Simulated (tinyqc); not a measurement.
Born-von Karman spring model of a cubic crystal with one atom per cell. From one set of inputs to another, one input at a time. Computed by tinyqc, a small Python program. Command: `OMP_NUM_THREADS=1 python tinyqc.py 3002281 3002282 out.jsonl springs ladder`. One thread of a shared host (Intel(R) Xeon(R) Processor @ 2.30GHz), about 0.3 s of CPU time with the checks.

First neighbours lie at a/2 (1,1,0) (12 of them), second at a (1,0,0) (6), with all permutations and signs; the volume per atom is Omega = a^3/4.

The inputs printed are set A. Inputs not listed in the table keep their values of set A, so the rows need not describe a real material.

Inputs (values chosen for the exercise, for a model crystal):
```
quantity               value           unit
lattice constant a      4.13       angstrom
atomic mass M           94.6              u
radial spring k1L       2.91  eV/angstrom^2
transverse spring k1T      0  eV/angstrom^2
radial spring k2L       0.74  eV/angstrom^2
transverse spring k2T      0  eV/angstrom^2
mesh divisions n           6              -
temperature T            600              K
```

Lattice: fcc.

Constants: 1 eV/angstrom^3 = 160.2176634 GPa; nu for 1 eV/(angstrom^2 u) = 15.6333042 THz; h x 1 THz = 4.135667696 meV; k_B = 8.617333262e-05 eV/K; hbar^2/u = 4.18015928e-03 eV angstrom^2.

Method:
- [ij,kl] = (1/(2 Omega)) sum_R K_ij R_k R_l; C11 = [xx,xx], C44 = [xx,yy], C12 = 2 [xy,xy] - C44; B = (C11 + 2 C12)/3; Zener ratio A = 2 C44/(C11 - C12). K(R) = kL n n^T + kT (1 - n n^T).
- A neighbour at R with unit vector n couples by the matrix K(R) = kL n n^T + kT (1 - n n^T), and D(q) = (1/M) sum_R K(R) [1 - cos(q.R)].
- An eigenvalue lambda of D in eV/(angstrom^2 u) gives nu = 15.6333042 THz x sqrt(lambda).
- Mesh: q = sum_i (m_i + 1/2)/n b_i, m_i = 0..n-1, with b = [[-1, 1, 1], [1, -1, 1], [1, 1, -1]] in 2 pi/a; sums are averages over the n^3 points, per atom.
- With x = h nu/(k_B T) and n = 1/(exp(x) - 1) for each mode: F = k_B T [x/2 + ln(1 - exp(-x))], U = k_B T x (n + 1/2), S/k_B = x n - ln(1 - exp(-x)), C/k_B = x^2 n (n + 1).
- <u_x^2> = (1/3) sum over modes of hbar^2/(2 M h nu) coth(x/2); zero-point energy = sum h nu/2. <u_x^2> converges slowly with the mesh, from below, with an error of order 1/n.

Each row keeps all changes above it:
```
input moved                        from     to  C11 (GPa)  C44 (GPa)  entropy S (k_B/atom)
set A                                 -      -     340.61     112.89                5.5165
radial spring k1L (eV/angstrom^2)  2.91   1.33     218.02      51.60                6.4656
radial spring k2L (eV/angstrom^2)  0.74   0.15     126.47      51.60                6.7953
atomic mass M (u)                  94.6  26.98     126.47      51.60                4.9422
temperature T (K)                   600     50     126.47      51.60                0.0921
lattice constant a (angstrom)      4.13   4.05     128.97      52.61                0.0921
```

C11 goes from 341 to 129, a factor 0.379 in all. The largest single move comes from radial spring k2L (a factor 0.580). C44 goes from 113 to 52.6, a factor 0.466 in all. The largest single move comes from radial spring k1L (a factor 0.457). Entropy S goes from 5.52 to 0.0921, a factor 0.0167 in all. The largest single move comes from temperature T (a factor 0.0186). The single moves hold for this order of the switches; the total does not depend on the order.

Extremes, crossings and ranges named in words are read from the listed rows.
